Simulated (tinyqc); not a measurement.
# Two-junction solar cell, detailed-balance limit: effects of single changes

The top cell takes all photons above E1, the bottom cell those between E2 and E1. Each cell follows J = Jsc - J0 (exp(V/Vt) - 1) with J0 = q ge Phi(gap, T)/ERE; light emitted by one cell and absorbed by the other is left out. In series both carry one current; wired apart (four terminals) each works at its own maximum power point. Efficiencies are counted against Pin = fs X sigma Ts^4.

Parameters, values chosen for the exercise:
```
symbol    value  unit                                    meaning
T           298     K                           cell temperature
Ts         5778     K          temperature of the black-body sun
fs      2.16e-5        share of the hemisphere filled by the sun
X             1                                    concentration
ERE         0.3                    external radiative efficiency
ge            1                        number of faces that emit
E2         0.96    eV                     gap of the bottom cell
E1         1.83    eV                        gap of the top cell
```

Constants: q = 1.602176634e-19 C, kB = 1.380649e-23 J/K, h = 6.62607015e-34 J s, c = 299792458 m/s, Vt = kB T/q. Results are converted to the units shown.

Each table varies one quantity; the others keep the values above.

## Effect of the temperature of the black-body sun

Photon flux above E from a black body at temperature T into a hemisphere: Phi(E, T) = A sum_k exp(-k E/th)[E^2 th/k + 2 E th^2/k^2 + 2 th^3/k^3], k = 1, 2, ..., with th = kB T/q in eV and A = 2 pi q^3/(h^3 c^2). J1 = q fs X Phi(E1, Ts), J2 = q fs X [Phi(E2, Ts) - Phi(E1, Ts)], J01 and J02 as above; sigma = 2 pi^5 kB^4/(15 h^3 c^2). In series V(J) = Vt [ln((J1 - J)/J01 + 1) + ln((J2 - J)/J02 + 1)], and J V(J) is largest where V = J Vt [1/(J1 - J + J01) + 1/(J2 - J + J02)]. Apart, each cell has (1 + v) exp(v) = 1 + Jsc/J0 at its maximum power point, v = Vmp/Vt.

Results:
```
Ts (K)  J1 (mA/cm^2)  J2 (mA/cm^2)  series efficiency (%)  four-terminal efficiency (%)
4000           2.833         10.72                  17.86                         30.99
4500           6.021         16.60                  24.01                         34.87
5000           11.23         23.74                  29.68                         37.86
5500           19.03         32.02                  34.60                         40.06
6000           29.99         41.33                  38.65                         41.61
7000           63.55         62.53                  42.94                         43.23
7500           87.20         74.21                  39.70                         43.49
```

Estimate the missing row, Ts = 6500 K.

Computed row:
```
Ts (K)  J1 (mA/cm^2)  J2 (mA/cm^2)  series efficiency (%)  four-terminal efficiency (%)
6500           44.65         51.54                  41.76                         42.64
```

With this row back in the table: As Ts goes from 4000 to 7500 K, the series efficiency goes from 17.9 through a maximum of 42.9 (at Ts = 7000 K among the rows listed) to 39.7 %, and the four-terminal one rises from 31.0 to 43.5 %. Among the rows the two lie closest, 0.29 points apart, at Ts = 7000 K, where J1/J2 = 1.02; the spread over the rows is 25.1 points in series and 12.5 apart. Current matching makes the series cell the more sensitive one. At Ts = 7500 K the top cell has surplus current and is radiative, so luminescent coupling, left out here, would help the series cell.

## Effect of the concentration

Same model as above.

Results:
```
X     J1 (mA/cm^2)  J2 (mA/cm^2)  series efficiency (%)  four-terminal efficiency (%)
1            24.70         37.08                  36.96                         41.00
3            74.10         111.2                  37.97                         42.24
10           247.0         370.8                  39.08                         43.59
30           741.0          1112                  40.09                         44.83
100           2470          3708                  41.19                         46.19
1000       2.470e4       3.708e4                  43.31                         48.80
```

Estimate the missing row, X = 300.

Computed row:
```
X    J1 (mA/cm^2)  J2 (mA/cm^2)  series efficiency (%)  four-terminal efficiency (%)
300          7410       1.112e4                  42.20                         47.44
```

With this row back in the table: As X goes from 1 to 1000, the series efficiency rises from 37.0 to 43.3 %, and the four-terminal one rises from 41.0 to 48.8 %. Among the rows the two lie closest, 4.0 points apart, at X = 1, where J1/J2 = 0.666; the spread over the rows is 6.34 points in series and 7.80 apart. For X = 100 to 1000 the open-circuit voltage of the bottom cell lies within 6 Vt of its gap, where the Boltzmann form begins to fail.

## Effect of the gap of the bottom cell

Same model as above.

The same in every row: J1 (mA/cm^2) = 24.699.

Result of one run:
```
E2 (eV)  J2 (mA/cm^2)  series efficiency (%)  four-terminal efficiency (%)
0.66           53.435                 32.320                        37.902
```

What becomes of these results when the gap of the bottom cell E2 is changed from 0.66 to 1.63 eV, all else the same?

Result of the changed run:
```
E2 (eV)  J2 (mA/cm^2)  series efficiency (%)  four-terminal efficiency (%)
1.63           6.5479                 12.734                        30.729
```

The whole series:
```
E2 (eV)  J2 (mA/cm^2)  series efficiency (%)  four-terminal efficiency (%)
0.5            61.755                 29.826                        33.980
0.66           53.435                 32.320                        37.902
0.82           44.693                 34.819                        40.274
0.98           36.008                 37.262                        41.001
1.15           27.214                 39.508                        40.104
1.31           19.572                 33.630                        37.918
1.47           12.666                 23.272                        34.702
1.63           6.5479                 12.734                        30.729
```

As E2 goes from 0.5 to 1.63 eV, the series efficiency goes from 29.8 through a maximum of 39.5 (at E2 = 1.15 eV among the rows listed) to 12.7 %, and the four-terminal one goes from 34.0 through a maximum of 41.0 (at E2 = 0.98 eV among the rows listed) to 30.7 %. Among the rows the two lie closest, 0.60 points apart, at E2 = 1.15 eV, where J1/J2 = 0.908; the spread over the rows is 26.8 points in series and 10.3 apart. Current matching makes the series cell the more sensitive one. For E2 = 1.31 to 1.63 eV the top cell has surplus current and is radiative, so luminescent coupling, left out here, would help the series cell.

Program tinyqc, `OMP_NUM_THREADS=1 python tinyqc.py 2820005 2820006 out.jsonl`; Intel Xeon 2.30GHz, shared host, one thread, about 0.01 s.
